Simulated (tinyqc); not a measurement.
## Gap voltage and exponent from three temperatures

Inverse problem. At constant current VBE(T) = Vg0 - a T - eta (kB T/q) ln T, where a is a constant. Find Vg0, eta and dVBE/dT at the middle temperature.

Constants: q = 1.602176634e-19 C, kB = 1.380649e-23 J/K. Results are converted to the units shown.

T (K): [273, 330, 360]
VBE at a constant current (V): [0.6959494401, 0.5803791935, 0.5180765984]

Answer. The relation is linear in Vg0, a and eta, so three points give a linear system; the slope is (VBE - Vg0 - eta kB T/q)/T. eta rests on the curvature of VBE(T) alone, so real fits need accuracy of some tens of microvolts or better.

Vg0 = 1.14 V
eta = 4.20
dVBE/dT = -2.06 mV/K

tinyqc, about 0.03 s, one thread, Intel Xeon 2.30GHz (shared host): `OMP_NUM_THREADS=1 python tinyqc.py 2062136 2062137 out.jsonl`
